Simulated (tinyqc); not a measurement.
Bond length: bond-orbital model of a tetrahedral semiconductor (Harrison's universal couplings).

Hybrid level eh = (es + 3 ep)/4; metallic energy V1 = (ep - es)/4 for each atom; covalent energy V2 = 3.22 hbar^2/(m d^2); polar energy V3 = (ehc - eha)/2; hbar^2/m = 2c, c = hbar^2/2m0. Polarity ap = V3/sqrt(V2^2 + V3^2), covalency ac = V2/sqrt(V2^2 + V3^2). p-p coupling at Gamma Exx = (4/3)(2.22 - 2 x 0.63) hbar^2/(m d^2) = 1.28 hbar^2/(m d^2), s-s coupling Ess = 4 x 1.32 hbar^2/(m d^2).

Constants: hbar^2/2m0 = 3.80998211 eV angstrom^2.

Inputs chosen for the exercise (near tabulated values for AlN; the model gives trends, and its gaps can be far from the real ones; the results hold for these values, not for the real material): esc = -10.57 eV (s level, cation); epc = -5.69 eV (p level, cation); esa = -26.6 eV (s level, anion); epa = -13.64 eV (p level, anion); d = 1.9 angstrom (bond length); Z = 5 (valence electrons of the anion).

d is scaled; levels stay. E0 is the s-like conduction level less Ev at Gamma (Ess = 5.28 u, Exx = 1.28 u); Z* = 4 ap - (Z - 4).

Against d:
```
d/d0  V2 (eV)      ap     Z*  Ev (eV)  E0 (eV)
0.94    7.692  0.5438  1.175  -14.680   11.039
0.96    7.375  0.5600  1.240  -14.604   10.527
0.98    7.077  0.5759  1.303  -14.535   10.053
0.99    6.935  0.5837  1.335  -14.502    9.829
1.00    6.797  0.5914  1.366  -14.471    9.614
1.01    6.663  0.5991  1.396  -14.442    9.407
1.02    6.533  0.6066  1.427  -14.413    9.207
1.04    6.284  0.6215  1.486  -14.360    8.829
```

Compression raises V2 and E0: dE0/d ln(volume) = -7.05 eV, of which the valence band gives -1.01. The polarity falls under compression, from 0.591 to 0.544 at 0.94 (SiC is a known exception, whose effective charge rises under pressure).

tinyqc: `OMP_NUM_THREADS=1 python tinyqc.py 1450629 1450630 out.jsonl`; about 0.01 s, one thread, shared Intel(R) Xeon(R) Processor @ 2.30GHz.
